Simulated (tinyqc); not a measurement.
Inside a calculation. Model: atomic layer deposition: Langmuir saturation, growth per cycle and coating of deep features. Computed by tinyqc, a small Python program that keeps every step. Command: `OMP_NUM_THREADS=1 python tinyqc.py 3002107 3002108 out.jsonl ald walk`. One thread of a shared host (Intel(R) Xeon(R) Processor @ 2.30GHz), about 0.02 s of CPU time with the checks. Intermediate numbers are printed to about 6 digits and carried at full precision; extremes and crossings named in words are read from the listed rows.

Precursor A sticks only on free sites, so a long enough pulse saturates; co-reactant B then frees the sites again.

Inputs (values chosen for the exercise, modelled on titanium nitride from the chloride and ammonia):

| quantity | value | unit |
|---|---|---|
| precursor mass M | 190 | u |
| site density q | 1.8 | 1/nm^2 |
| growth per cycle at saturation G | 0.36 | angstrom |
| sticking probability beta on free sites | 0.073 | - |
| precursor pressure p | 2.7 | Pa |
| temperature T | 275 | C |
| pulse time t | 0.00084 | s |
| co-reactant completion per pulse c_B | 0.999 | - |
| desorption energy E_d | 1.65 | eV |
| purge time t_p | 17 | s |
| aspect ratio a | 26 | - |

Feature: long trench.

Constants: u = 1.6605390666e-27 kg; k_B = 1.380649e-23 J/K; k_B = 8.617333262e-05 eV/K.

## Flux and saturation time

Wall flux F = p/sqrt(2 pi M k_B T); rate of filling k_a = beta F/q; desorption k_d = 1e13 exp(-E_d/(k_B T)) per second. 1/m^2 = 1e-18/nm^2. Temperatures in kelvin are T(C) + 273.15.

flux F = 22043.5 1/(nm^2 s)

k_a = 893.988 1/s

k_d = 0.00675519 1/s

time to 99 % without desorption, ln(100)/k_a = 0.00515127 s

## The first four cycles

One cycle from coverage th0: pulse A gives th1 = th_s + (th0 - th_s) exp(-(k_a + k_d) t), th_s = k_a/(k_a + k_d); the purge leaves th2 = th1 exp(-k_d t_p); pulse B converts c_B th2 into film and leaves th3 = (1 - c_B) th2. Growth = G c_B th2. Start from th0 = 0.

Cycles:

| cycle | th0 | th1 | th2 | th3 | growth (angstrom) |
|---|---|---|---|---|---|
| 1 | 0 | 0.528080 | 0.470789 | 4.70789e-04 | 0.169315 |
| 2 | 4.70789e-04 | 0.528303 | 0.470987 | 4.70987e-04 | 0.169386 |
| 3 | 4.70987e-04 | 0.528303 | 0.470987 | 4.70987e-04 | 0.169386 |
| 4 | 4.70987e-04 | 0.528303 | 0.470987 | 4.70987e-04 | 0.169386 |

## Steady growth per cycle

The periodic state has th0 = th3: th0 = (1 - c_B) e_p th_s (1 - e_a)/(1 - (1 - c_B) e_p e_a), with e_a = exp(-(k_a + k_d) t), e_p = exp(-k_d t_p). Share of impinging molecules used = q (th1 - th0)/(F t).

coverage after pulse A = 0.528303

growth per cycle = 0.169386 angstrom

share of impinging molecules used = 0.0513107

The pulse is 0.75 filling times long: not fully saturated, so thickness still depends somewhat on the local dose. Desorption in the purge removes 10.8 % of the layer: the temperature window closes from above. Caution: common pulse valves need about 10 ms, so a pulse this short is formal.

## Exposure for a deep feature

Diffusion-limited filling (Gordon) of a long trench of width w, hydraulic diameter 2w, so that a is replaced by a/2 in the hole formula: t = (q/F)(1 + 19a/8 + 3a^2/8). Reaction-limited filling needs ln(100)/k_a at any depth, k_a = beta F/q. Flow is molecular. The front picture holds when the modulus (a/2) sqrt(beta) is well above 1. Depth reached by the given pulse: solve the same formula for a. Exposure = p x diffusion-limited time; 1 langmuir = 1.33322e-4 Pa s.

diffusion-limited time = 0.0258239 s

exposure = 522.979 langmuir

modulus = 3.51241

aspect ratio reached by the front in time t = 2.73190

Diffusion needs 0.0258 s and reaction 0.00515 s: transport limits, and the feature fills from the mouth down. Caution: the pulse is shorter than ln(100)/k_a, so even the open surface is not saturated and the depth reached has no meaning. Caution: the depth reached is formal here: it is under 4/sqrt(beta), so no sharp front has formed.

## Coverage along the feature as the dose grows

Continuum model with steady gas transport: d2n/dz2 = 3 beta (1 - th) n/d_h^2 (d_h the hydraulic diameter, n = 1 at the mouth, no flux at the floor, 60 cells), d th/dt = beta F n (1 - th)/q; no desorption. Times are multiples of the larger of the Gordon time and ln(100)/k_a.

Coverage:

| multiple | t (s) | top cell | quarter depth | half depth | three quarters | floor cell |
|---|---|---|---|---|---|---|
| 0.05 | 0.0012912 | 0.669 | 0.253 | 0.064 | 0.015 | 0.006 |
| 0.10 | 0.0025824 | 0.892 | 0.484 | 0.146 | 0.036 | 0.015 |
| 0.20 | 0.0051648 | 0.989 | 0.803 | 0.353 | 0.100 | 0.044 |
| 0.40 | 0.0103296 | 1.000 | 0.985 | 0.766 | 0.332 | 0.165 |
| 0.60 | 0.0154943 | 1.000 | 0.999 | 0.956 | 0.655 | 0.414 |
| 0.80 | 0.0206591 | 1.000 | 1.000 | 0.996 | 0.915 | 0.783 |
| 1.00 | 0.0258239 | 1.000 | 1.000 | 1.000 | 0.997 | 0.990 |
| 1.30 | 0.0335711 | 1.000 | 1.000 | 1.000 | 1.000 | 1.000 |

At a multiple of 0.2 the coverage is 0.99 at the top and 0.04 at the floor. The coverage falls gradually with depth, without a sharp front. In the last row the floor reaches 1.000.

Checks made by the program: periodic state against 400 explicit cycles (relative difference below 1e-10).
